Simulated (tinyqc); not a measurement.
From results to parameters: Hueckel model of a polar double bond. Computed by the program tinyqc.

Problem. A C=X pi bond in Hueckel theory has H_XX = alpha + h beta, H_CC = alpha and H_CX = k beta, with two electrons. Find h, k, the charge on carbon and the bond order.

x values of the two levels (E = alpha + x beta): 1.792951  -0.242951

Solution. The sum of the x values is h and their product is -k^2; the charge on carbon is h/sqrt(h^2 + 4k^2) and the bond order 2k/sqrt(h^2 + 4k^2).

h, k: 1.5500  0.6600
charge on carbon, bond order: 0.7613  0.6484
